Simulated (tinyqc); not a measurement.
Weaire-Thorpe hybrids on a Bethe lattice: gap and dangling bond of an amorphous tetrahedral solid: sweeps and comparisons. A value that a table varies takes the place of the one given here.

Four sp3 hybrids an atom at energy 0, coupled by -V1 on the atom and by -V2 along a bond; the bonds form a tree (no rings). For any network the gap runs at least from -V2 + V1 to V2 - 3 V1, and p-like states pile up at -V2 + V1 and V2 + V1. On the tree the gap is wider: it ends at Ec = -V1 + sqrt(V2^2 + 4 V1^2 - 2 sqrt3 V1 V2), which makes it well wider than the gaps of the real glasses. A branch seen from a hybrid has the self-energy S = V2^2 g, where g is the Green function of the hybrid across the bond, whose three partners carry S themselves. With a = z - V1, b = a - S: g = 1/(a + V1 b/(b + 3 V1)), z = E + i eta. A full atom has G = (1/b)(b + 3 V1)/(b + 4 V1) per hybrid; a dangling hybrid with shift dh has G = 1/(1/g - dh).

Parameters, chosen for this exercise (of the size of tabulated hybrid energies for amorphous silicon; shifted at random, so the results belong to these values and not to a real crystal):
```
symbol  value  unit  meaning
V1      1.78   eV    coupling of two hybrids on one atom
V2      4.42   eV    coupling of the two hybrids of a bond
eta     0.02   eV    broadening
dh      -1.77  eV    shift of the dangling hybrid (rehybridisation)
VH      4.76   eV    coupling to a hydrogen atom
eH      -4.22  eV    hydrogen level
E1s     -3.8   eV    first energy
dE      0.46   eV    step
```

## Bulk, dangling and hydrogenated hybrids across the gap

edges (eV): Ev -2.64000, Ec(bound) -0.92000, Ec(tree) 0.44617

Thirteen energies E1s + j dE. With hydrogen the hybrid gains the self-energy VH^2/(z - eH) and dh = 0.

Density per hybrid (1/eV):
```
E (eV)    bulk  dangling  with hydrogen
-3.80   0.0018    0.0012         0.0002
-3.34   0.0035    0.0011         0.0002
-2.88   0.0277    0.0014         0.0002
-2.42   0.0328    0.0024         0.0002
-1.96   0.0036    0.0053         0.0002
-1.50   0.0014    0.0220         0.0003
-1.04   0.0008    3.5438         0.0003
-0.58   0.0006    0.0174         0.0004
-0.12   0.0006    0.0049         0.0006
0.34    0.0012    0.0032         0.0016
0.80    0.0229    0.0289         0.0347
1.26    0.0306    0.0345         0.0577
1.72    0.0349    0.0354         0.0785
```

What can be read from the table?

Between Ev = -2.64 and Ec = 0.45 eV the bulk density is a broadening tail (least 0.0006). The dangling hybrid reaches 3.544 at -1.04 eV among these rows; its level lies at -1.067 eV, and the peak there, of width eta, is far higher unless a row falls on it. With hydrogen the largest value on the rows inside the gap, more than 0.05 eV from an edge, is 0.0016, and 1/g = VH^2/(E - eH) has no root in the gap: the state has gone into a bonding level below and an antibonding one above.

## Level against rehybridisation

Root of 1/g(E) = dh for eta = 0 in the gap of the tree, between Ev = -V2 + V1 and Ec; a dash: none. A flatter atom makes the hybrid more p-like (dh > 0, up to V1), a more pyramidal one more s-like (dh < 0).

Level:
```
dh (eV)   E (eV)  above Ev (eV)  weight
-3.0     -1.8447         0.7953   0.610
-2.5     -1.5341         1.1059   0.631
-2.0     -1.2153         1.4247   0.642
-1.5     -0.8942         1.7458   0.640
-1.0     -0.5779         2.0621   0.622
-0.5     -0.2756         2.3644   0.583
0.0       0.0000         2.6400   0.513
0.5       0.2306         2.8706   0.400
1.0       0.3902         3.0302   0.227
```

How do the results move?

A level exists for 9 of the 9 rows, from dh = -3 (0.795 eV above Ev) to 1 (3.030 eV); the gap of the tree is 3.086 eV. Its slope dE/d(dh) is the weight, largest at dh = -2 (0.64). A level that rises as the atom flattens is why an emptied dangling bond relaxes flat and a doubly filled one pyramidal.

## Stretching the bonds

V2 is scaled as (d0/d)^2 and V1 stays. Bound 2 V2 - 4 V1; tree V2 - 2 V1 + sqrt(V2^2 + 4 V1^2 - 2 sqrt3 V1 V2); a negative bound means that a network with rings may have no gap.

Against d/d0:
```
d/d0  V2 (eV)  V2/V1  bound (eV)  tree (eV)
0.96    4.796  2.694       2.472      3.706
0.98    4.602  2.586       2.084      3.382
1.00    4.420  2.483       1.720      3.086
1.02    4.248  2.387       1.377      2.816
1.04    4.087  2.296       1.053      2.570
1.07    3.861  2.169       0.601      2.243
1.10    3.653  2.052       0.186      1.962
1.15    3.342  1.878      -0.436      1.581
```

What does this show?

The bound falls by 177 meV for each per cent of stretch near d0 and vanishes at d/d0 = 1.114, inside the table. Weak, stretched bonds therefore put states closest to the edges, one origin of band tails.

## What each parameter does

Ev = -V2 + V1, conduction edge of the tree -V1 + sqrt(V2^2 + 4 V1^2 - 2 sqrt3 V1 V2), and the level that solves 1/g(E) = dh for eta = 0. Each row changes one parameter from the base and keeps the others.

Results:
```
case           Ev (eV)  Ec (eV)  level (eV)  weight
base           -2.6400   0.4462     -1.0675   0.643
V1 = 1.7 eV    -2.7200   0.5510     -1.1190   0.663
V2 = 4.57 eV   -2.7900   0.5394     -1.1033   0.657
dh = -1.87 eV  -2.6400   0.4462     -1.1318   0.643
```

What can be read from the table?

The largest shifts from the base row, up to three for each result and ties (the steps differ in size, so this ranks the rows, not the parameters). Ev (eV): V2 -0.1500, V1 -0.0800; unchanged at the printed digits by dh. Ec (eV): V1 +0.1049, V2 +0.0932; unchanged at the printed digits by dh. level (eV): dh -0.0643, V1 -0.0516, V2 -0.0358. weight: V1 +0.020, V2 +0.015; unchanged at the printed digits by dh.

Run: tinyqc, `OMP_NUM_THREADS=1 python tinyqc.py 1481680 1481681 out.jsonl`; Intel(R) Xeon(R) Processor @ 2.30GHz, one thread, shared host; about 0.02 s of CPU time with all checks.
